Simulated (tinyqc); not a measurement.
Band bending at a free surface with a continuum of surface states, surface photovoltage and Kelvin probe: two steps of the calculation.

n-type bulk, xi = Ec - EF = Vt ln(Nc/Nd), p0 = ni^2/Nd, ni = sqrt(Nc Nv) exp(-Eg/(2 Vt)), Eg in volts. b is the upward band bending, u = b/Vt. Space charge per area, in units of q: Qc = sign(b) sqrt((2 eps0 eps_r Vt/q) [(Nd + dn)(exp(-u) - 1) + Nd u + (p0 + dn)(exp(u) - 1)]), with dn the excess density under light (flat quasi-Fermi levels; 0 in the dark). The states hold -Ds (E0 - xi - b): negative while the Fermi level lies above the neutrality level. Neutrality: Qc + Qf + (charge of the states) = 0.

Values chosen for this exercise; band and dielectric values close to those of silicon:
```
symbol    value         unit                                                    meaning
T           350            K                                                temperature
Eg         1.11           eV                                                   band gap
eps_r      11.7                                                   relative permittivity
Nc      3.58e19        cm^-3                     conduction-band density of states at T
Nv      3.31e19        cm^-3                        valence-band density of states at T
chi        4.04           eV                                          electron affinity
Nd       1.6e15        cm^-3                                              donor density
Qf            0        cm^-2                       fixed positive charge at the surface
pt         4.97           eV                             work function of the probe tip
Ds       2.9e12  cm^-2 eV^-1                                  density of surface states
E0         0.46           eV  depth of their neutrality level below the conduction edge
```

Constants: q = 1.602176634e-19 C, kB = 1.380649e-23 J/K, Vt = kB T/q, eps0 = 8.8541878128e-14 F/cm where lengths are in cm. Results are converted to the units shown.

Question 1. Band bending in the dark. Newton step: b(new) = b - (Qc + Qf - Ds (E0 - xi - b))/(dQc/db + Ds), dQc/db = (eps0 eps_r/q) [Nd (1 - exp(-u)) + p0 exp(u)]/Qc.

b at the start = 0.13 V

Find: b after iteration 1.

Answer 1.

b after iteration 1 = 0.14134 V

Question 2. Work function and Kelvin-probe reading. Work function chi + xi + b; contact potential difference CPD = (work function of the sample) - pt. Depth of EF below Ec at the surface: xi + b. Depletion width Qc/Nd.

converged b = 0.14135905 V

Wanted: xi + b; Qc; Qc/Nd; work function; CPD.

Answer 2.

xi + b = 0.4434 eV
Qc = 4.803e10 cm^-2
Qc/Nd = 300.2 nm
work function = 4.483 eV
CPD = -486.6 mV

The Fermi level lies 16.6 meV above the neutrality level.

Program tinyqc, `OMP_NUM_THREADS=1 python tinyqc.py 2430135 2430136 out.jsonl`; Intel Xeon 2.30GHz, shared host, one thread, about 0.01 s.
